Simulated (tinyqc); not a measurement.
Surface Green function of a dimerised chain, Sancho-Rubio decimation: end state of the dimerised chain.

A semi-infinite lead of cells 0, 1, 2, ... with H0 inside a cell and H1 = <cell i|H|cell i + 1>. Cell A, B with A at the surface; -t1 joins A and B, -t2 joins B to the next A. z = E + i eta.

Start with e_s = e = H0, a = H1, b = H1^dagger. Each round: g = (z - e)^(-1); e_s <- e_s + a g b; e <- e + a g b + b g a; a <- a g a; b <- b g b (all with the old a, b). Round k joins cells 2^k apart. Stop when the largest entry of the matrices a and b is below 1e-12 eV; g_s = (z - e_s)^(-1), bulk (z - e)^(-1), density of states -Im Tr/pi. At E = dl and eta = 0.0001 eV the weight of a bound state on the first A site is -eta Im g_s(A, A).

Values chosen for this exercise: hopping between cells t2 = 1 eV; site energy, +dl on A and -dl on B dl = 0 eV.

Results:

| t1 (eV) | half gap sqrt(dl^2 + (t1 - t2)^2) (eV) | weight from g_s | 1 - (t1/t2)^2, or 0 |
|---|---|---|---|
| 0.1 | 0.90000 | 0.99000 | 0.99000 |
| 0.3 | 0.70000 | 0.91000 | 0.91000 |
| 0.5 | 0.50000 | 0.75000 | 0.75000 |
| 0.7 | 0.30000 | 0.51000 | 0.51000 |
| 0.9 | 0.10000 | 0.19000 | 0.19000 |
| 1.3 | 0.30000 | 1.4493e-8 | 0 |
| 1.5 | 0.50000 | 8.0000e-9 | 0 |

Estimate the missing row, t1 = 1.1 eV.

Computed row:

| t1 (eV) | half gap sqrt(dl^2 + (t1 - t2)^2) (eV) | weight from g_s | 1 - (t1/t2)^2, or 0 |
|---|---|---|---|
| 1.1 | 0.10000 | 4.7619e-8 | 0 |

With this row back in the table: For t1 < t2 = 1 eV the weak bond comes first and a state is bound to the end at E = dl; its weight on the first site falls from 0.990 to 0.190 over these rows and follows 1 - (t1/t2)^2. For t1 > t2 there is none, and the column holds only a remainder of order eta^2 (8.0e-9 in the last row).

tinyqc, about 0.01 s, one thread, Intel Xeon 2.30GHz (shared host): `OMP_NUM_THREADS=1 python tinyqc.py 2680030 2680031 out.jsonl`
